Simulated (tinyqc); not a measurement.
Thickness of the film: ellipsoidal valleys in the axes of a wafer and a channel.

Valleys with axes a along [111], [1-1-1], [-11-1] and [-1-11], one whole valley each; inverse mass tensor w = 1/mt + (1/ml - 1/mt) a a. Device axes: z = nz/|nz|, x = nx/|nx|, y = z cross x; in them a = (ax, ay, az). Confinement mass mz = 1/w_zz. In the plane w_ij is replaced by u_ij = w_ij - w_iz w_jz/w_zz (i, j = x, y); density-of-states mass md = 1/sqrt(det u); conductivity mass along x mc = 1/u_xx; ballistic transport mass mx = u_yy/det u, width mass my = 1/u_yy.

Hard walls: E_n = c (n pi/t)^2/mz, c = hbar^2/2m0, n = 1, 2, 3. Non-degenerate share of a valley proportional to md sum_n exp(-E_n/kT); mean 1/mc = sum of share/mc. 1 nm = 10 angstrom.

Constants: hbar^2/2m0 = 3.80998211 eV angstrom^2; kB = 8.617333262e-05 eV/K.

Parameters, chosen for this exercise (near those of the L valleys of GaAs; not measured data): ml = 1.932 m0 (longitudinal mass); mt = 0.074 m0 (transverse mass); nz = (1, 1, 2) (surface normal (confinement)); nx = (1, 1, -1) (channel direction); T = 300 K (temperature).

Share of the lowest ladder and mean conductivity mass.

Results:
```
t (nm)  lowest E1 (meV)  spread of E1 (meV)  share of the lowest ladder  mean mc
2.0               184.4              1086.0                       1.000   0.2804
3.0                82.0               482.7                       1.000   0.2804
4.0                46.1               271.5                       0.998   0.2793
5.0                29.5               173.8                       0.969   0.2641
7.0                15.1                88.7                       0.729   0.1930
10.0                7.4                43.4                       0.456   0.1576
14.0                3.8                22.2                       0.337   0.1493
```

What does the comparison show, and why?

The spread falls as 1/t^2 and passes kT = 25.9 meV between t = 10 and 14 nm; the share of the lowest ladder goes from 1.000 to 0.337 and the mean mass goes from 0.2804 to 0.1493, against 0.1458 for equal shares, the limit of a thick film (the bulk value 3/(1/ml + 2/mt) is 0.1089; the two differ since axes are tilted in the x-z plane and in a quantised film no valley carries current across it; once scattering blurs the subbands the bulk value returns). Three subbands a valley become too few once E3 nears kT. In the thinnest rows E1 (184 meV) is beyond the parabolic range; in GaAs the Gamma valley, left out, lies lowest except in the thinnest films.

Computed by tinyqc, a small Python program: `OMP_NUM_THREADS=1 python tinyqc.py 1851054 1851055 out.jsonl` (the numbers bound the seed that draws the inputs); one thread of a shared host (Intel(R) Xeon(R) Processor @ 2.30GHz), about 0.01 s for the whole set of steps.
